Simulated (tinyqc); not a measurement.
All approximations against the coupling: Froehlich polaron in a polar crystal. Computed by tinyqc, a small Python program. Command: `OMP_NUM_THREADS=1 python tinyqc.py 3030558 3030559 out.jsonl frohlich walk`. One thread of a shared host (Intel(R) Xeon(R) Processor @ 2.30GHz), about 0.06 s of CPU time with the checks.

One electron in a parabolic band of mass m*, coupled to dispersionless LO phonons in the continuum model. Energies are in units of hbar omega unless marked, wave numbers in k_0 = sqrt(2 m* omega/hbar).

Inputs (values chosen for the exercise, modelled on tin dioxide):

| quantity | value | unit |
|---|---|---|
| band mass m* | 0.24 | m_0 |
| LO phonon energy hbar omega | 74.5 | meV |
| eps_inf | 3.96 | - |
| static dielectric constant eps_s | 12.5 | - |
| electron wave number k/k_0 | 0.2 | - |

Constants: hbar^2/(2 m_0) = 3.80998212 eV angstrom^2; e^2/(4 pi eps_0) = 14.39964548 eV angstrom.

Method:
- 1/eps* = 1/eps_inf - 1/eps_s; k_0 = sqrt(2 m* omega/hbar) = sqrt(m* hbar omega / (hbar^2/(2 m_0))) with m* in m_0; alpha = (e^2/(4 pi eps_0)) k_0/(2 eps* hbar omega); polaron length 1/k_0.
- Feynman's bound: E(v, w) = 3 (v - w)^2/(4 v) - (alpha v/sqrt(pi)) int_0^infinity e^-u D(u)^(-1/2) du, D = w^2 u + ((v^2 - w^2)/v)(1 - e^(-v u)); integrals by 80 Gauss-Legendre points in s from 0 to 1 with u = 40 s^2.
- Minimise over v > w > 0 (simplex search); mass m_p/m* = 1 + (alpha v^3/(3 sqrt(pi))) int u^2 e^-u D^(-3/2) du.
- Other columns: second order -alpha; Landau-Pekar Gaussian -alpha^2/(3 pi); Lee-Low-Pines mass 1 + alpha/6. The polaron energy in meV uses the given hbar omega.

coupling constant alpha = 1.14220

Energies (hbar omega) and masses (m*):

| alpha | second order | Gaussian | Feynman | Feynman (meV) | mass, LLP | mass, Feynman | v | w |
|---|---|---|---|---|---|---|---|---|
| 0.29 | -0.29 | -0.0089233 | -0.29105 | -21.684 | 1.0483 | 1.051 | 3.03 | 2.96 |
| 0.57 | -0.57 | -0.034473 | -0.57413 | -42.773 | 1.095 | 1.104 | 3.06 | 2.93 |
| 1.1 | -1.1 | -0.12838 | -1.1159 | -83.131 | 1.1833 | 1.219 | 3.12 | 2.86 |
| 1.8 | -1.8 | -0.34377 | -1.8443 | -137.40 | 1.3 | 1.408 | 3.22 | 2.76 |
| 3.2 | -3.2 | -1.0865 | -3.3540 | -249.87 | 1.5333 | 1.999 | 3.46 | 2.52 |
| 6.2 | -6.2 | -4.0786 | -6.9790 | -519.94 | 2.0333 | 7.836 | 4.85 | 1.82 |
| 9.2 | -9.2 | -8.9806 | -11.870 | -884.28 | 2.5333 | 71 | 10.3 | 1.26 |
| 12 | -12 | -15.279 | -18.143 | -1351.7 | 3 | 281.6 | 18.6 | 1.13 |

All three energies are upper bounds (-alpha through the Lee-Low-Pines state), and the Feynman value is the lowest in every row. It lies within 5 % of -alpha up to alpha = 3.2; at alpha = 12 it is 1.19 times the Gaussian value, whose alpha^2 law it approaches with a constant shift of about -3 ln 2 - 3/4 = -2.83 (here -2.86). The mass stays within 10 % of 1 + alpha/6 up to alpha = 1.8 and reaches 282 m* in the last row; w falls from 2.96 towards 1 while v grows to 18.6.

Extremes, crossings and ranges named in words are read from the listed rows.
